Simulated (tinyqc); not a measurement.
From results to parameters: diatomic chain. Computed by the program tinyqc.

Problem. A chain of two alternating masses has one spring constant k; at the zone edge omega^2 = 2k/M and 2k/m, and wavenumber = 521.4708 sqrt(omega^2) with omega^2 in eV/(angstrom^2 u). Find k, the heavier mass and the optical wavenumber at q = 0.

wavenumbers at the zone edge (cm^-1): 241.835784  632.919978
lighter mass = 18.600000 u

Solution. The upper value gives k = m omega^2/2, the ratio of the squares gives M/m, and at q = 0 omega^2 = 2k (1/m + 1/M), the sum of the two.

k = 13.7000 eV/angstrom^2
heavier mass = 127.400 u
optical wavenumber at q = 0 = 677.549 cm^-1
